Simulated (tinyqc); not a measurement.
Inside a calculation. Method: Hueckel theory of the pi electrons, for the molecule C=CC1=C(C=O)C=CC=CC1=C (SMILES; centres numbered as the heavy atoms are written). One step of it, computed by the program tinyqc.

Problem. Orbitals. Diagonalise; E = alpha + x beta with beta < 0, so the largest x are filled first; degenerate levels share their electrons. P = sum n_i c_ri c_si; each orbital has its largest coefficient positive (the first on a tie).

Hueckel matrix in units of beta (H = alpha + beta A), lower triangle:
```
           1C        2C        3C        4C        5C        6O        7C        8C
1C   0.000000
2C   1.000000  0.000000
3C   0.000000  1.000000  0.000000
4C   0.000000  0.000000  1.000000  0.000000
5C   0.000000  0.000000  0.000000  1.000000  0.000000
6O   0.000000  0.000000  0.000000  0.000000  1.000000  1.000000
7C   0.000000  0.000000  0.000000  1.000000  0.000000  0.000000  0.000000
8C   0.000000  0.000000  0.000000  0.000000  0.000000  0.000000  1.000000  0.000000
9C   0.000000  0.000000  0.000000  0.000000  0.000000  0.000000  0.000000  1.000000
10C  0.000000  0.000000  0.000000  0.000000  0.000000  0.000000  0.000000  0.000000
11C  0.000000  0.000000  1.000000  0.000000  0.000000  0.000000  0.000000  0.000000
12C  0.000000  0.000000  0.000000  0.000000  0.000000  0.000000  0.000000  0.000000

           9C       10C       11C       12C
9C   0.000000
10C  1.000000  0.000000
11C  0.000000  1.000000  0.000000
12C  0.000000  0.000000  1.000000  0.000000
```

pi electrons, sum of z_r less the charge = 12

Give: x values; occupations; coefficients; charge and bond-order matrix P.

Solution.

x values: 2.314  1.791  1.548  1.315  0.906  0.236  -0.198  -0.508  -1.089  -1.205  -1.890  -2.220

occupations: 2.000  2.000  2.000  2.000  2.000  2.000  0.000  0.000  0.000  0.000  0.000  0.000

coefficients:
```
       MO1     MO2     MO3     MO4     MO5     MO6     MO7     MO8
1C   0.106  -0.056  -0.245  -0.201   0.516   0.218   0.505   0.156
2C   0.245  -0.100  -0.379  -0.264   0.467   0.051  -0.100  -0.079
3C   0.461  -0.124  -0.342  -0.147  -0.093  -0.206  -0.485  -0.116
4C   0.444   0.246  -0.001  -0.286  -0.336  -0.244   0.244  -0.054
5C   0.286   0.465   0.005   0.154  -0.029  -0.158   0.383  -0.351
6O   0.218   0.588   0.008   0.488   0.310   0.207  -0.320   0.232
7C   0.281   0.099   0.335  -0.383  -0.183   0.306   0.054   0.494
8C   0.206  -0.069   0.521  -0.218   0.171   0.317  -0.254  -0.197
9C   0.196  -0.222   0.470   0.096   0.337  -0.232  -0.003  -0.394
10C  0.247  -0.329   0.208   0.345   0.135  -0.371   0.255   0.397
11C  0.376  -0.367  -0.149   0.357  -0.215   0.144  -0.047   0.192
12C  0.163  -0.205  -0.096   0.272  -0.237   0.611   0.239  -0.379

        MO9    MO10    MO11    MO12
1C    0.193  -0.487  -0.011   0.136
2C   -0.210   0.586   0.022  -0.301
3C    0.036  -0.220  -0.029   0.533
4C   -0.249  -0.263  -0.292  -0.457
5C    0.409   0.350   0.189   0.239
6O   -0.196  -0.159  -0.065  -0.074
7C   -0.173   0.186   0.392   0.242
8C    0.438   0.038  -0.450  -0.081
9C   -0.303  -0.232   0.457  -0.062
10C  -0.107   0.242  -0.414   0.220
11C   0.420  -0.059   0.326  -0.425
12C  -0.386   0.049  -0.173   0.192
```

charge and bond-order matrix P, lower triangle:
```
         1C      2C      3C      4C      5C      6O      7C      8C
1C    0.857
2C    0.860   1.009
3C    0.153   0.480   0.834
4C   -0.271  -0.019   0.596   1.025
5C   -0.155  -0.082   0.171   0.492   0.696
6O    0.190   0.035  -0.236  -0.106   0.739   1.541
7C   -0.017  -0.073   0.025   0.490   0.052  -0.117   0.951
8C    0.198   0.028  -0.247   0.004  -0.118   0.041   0.751   0.990
9C    0.044   0.025  -0.081  -0.105  -0.007   0.039   0.043   0.527
10C  -0.174  -0.064   0.194  -0.049   0.053  -0.008  -0.328   0.024
11C  -0.109  -0.004   0.415   0.024  -0.051   0.005  -0.068  -0.087
12C   0.017  -0.109  -0.021  -0.250  -0.194   0.200   0.240   0.183

         9C     10C    11C    12C
9C    0.972
10C   0.768   0.975
11C   0.028   0.447  0.987
12C  -0.327  -0.155  0.774  1.163
```
